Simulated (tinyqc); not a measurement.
# Input admittance of a MOSFET at zero drain bias: distributed channel and distributed gate: effects of single changes

Source and drain grounded, strong inversion, w = 2 pi f, Cox = eps0 eox/tox. The channel is an RC line of resistance 1/(mu Cox Vo) per square fed from both ends, so one finger has the intrinsic admittance y = i w Cox L tanh(g)/g per width, g = (1/2) sqrt(i w tau), tau = L^2/(mu Vo). The vertical resistance rv/L is in series with y, the overlaps 2 i w Cov in parallel: y_t = 1/(1/y + rv/L) + 2 i w Cov. The gate strip is a line of Rsh/L per length loaded by y_t, so a finger has Y = y_t Wf tanh(k)/k, k = (Wf/sd) sqrt(y_t Rsh/L); the device has Nf Y.

Inputs (values chosen for the exercise); values of the order met in silicon radio-frequency transistors: relative permittivity of the gate insulator (close to aluminium oxide) eox = 8.88; insulator thickness tox = 8.9 nm; channel length L = 1.6 um; finger width Wf = 4.4 um; number of fingers Nf = 4; channel mobility mu = 210 cm^2/(V s); gate overdrive Vo = 0.25 V; sheet resistance of the gate Rsh = 5.8 ohm/square; vertical resistivity of the gate stack rv = 1.3 ohm um^2; number of ends at which a finger is contacted sd = 1; overlap and fringe capacitance on each side Cov = 0.21 fF/um; frequency f = 0.99 GHz.

Constants: eps0 = 8.8541878128e-14 F/cm where lengths are in cm. Results are converted to the units shown.

Each table varies one quantity; the others keep the values above.

## Input impedance against frequency

Low-frequency limits, with c = Cox L and ct = c + 2 Cov: R_strip = Rsh Wf/(3 sd^2 L Nf), R_ch = (c/ct)^2 L/(12 mu Cox Vo Wf Nf), R_vert = (c/ct)^2 rv/(L Wf Nf), C = ct Wf Nf. Z = 1/(Nf Y) = R + 1/(i w C), Q = |Im Z|/R, far-point signal |1/cosh k|.

The same in every row: low-frequency R (ohm) = 155.42.

Input impedance against frequency:
```
f (GHz),w tau,|k|,R (ohm),C (fF),Q,signal at the far point
0.01,0.030638,0.0080112,155.42,256.17,399.75,1.0000
0.03,0.091914,0.013876,155.42,256.16,133.25,1.0000
0.07,0.21447,0.021193,155.42,256.15,57.112,1.0000
0.2,0.61276,0.035795,155.39,256.02,20.002,0.99997
0.5,1.5319,0.056333,155.25,255.24,8.0328,0.99980
1,3.0638,0.078406,154.73,252.53,4.0732,0.99927
4,12.255,0.12975,145.33,211.58,1.2940,0.99489
10,30.638,0.15646,113.37,134.59,1.0431,0.99161
30,91.914,0.20743,60.549,74.424,1.1773,0.98632
```

Read the table: what changes, and by how much?

R falls from 155 to 60.5 ohm and C falls from 256 to 74.4 fF. Q goes as f^(-1.00) between the first two rows and f^(0.11) between the last two, where w tau = 91.9 and |k| = 0.207. The low-frequency limits hold both R and C within 5 % up to f = 1 GHz among the rows.

## Effect of the channel length

Same model as above.

Results:
```
L (um),w tau,|k|,R (ohm),low-frequency R (ohm),C (fF),Q,signal at the far point
0.03,0.001066,0.1263,71.72,71.72,12.06,185.9,1.000
0.058,0.003986,0.1060,38.84,38.84,16.41,252.2,1.000
0.11,0.01434,0.09401,25.14,25.14,24.50,261.1,1.000
0.22,0.05735,0.08662,25.08,25.08,41.60,154.1,1.000
0.42,0.2090,0.08287,39.80,39.81,72.69,55.56,0.9999
0.8,0.7583,0.08074,75.48,75.51,131.7,16.18,0.9998
3,10.66,0.06631,283.7,297.5,409.8,1.383,0.9987
```

Estimate the missing row, L = 1.6 um.

Computed row:
```
L (um),w tau,|k|,R (ohm),low-frequency R (ohm),C (fF),Q,signal at the far point
1.6,3.033,0.07804,154.7,155.4,252.6,4.113,0.9993
```

With this row back in the table: As L goes from 0.03 to 3, R goes from 71.7 through a minimum of 25.1 (at L = 0.22 among the rows listed) to 284 ohm, C rises from 12.1 to 410 fF and Q goes from 186 through a maximum of 261 (at L = 0.11 among the rows listed) to 1.38. R_strip falls as 1/L while R_ch grows with L, which gives the minimum of R.

tinyqc, about 0.01 s, one thread, Intel Xeon 2.30GHz (shared host): `OMP_NUM_THREADS=1 python tinyqc.py 2262064 2262065 out.jsonl`
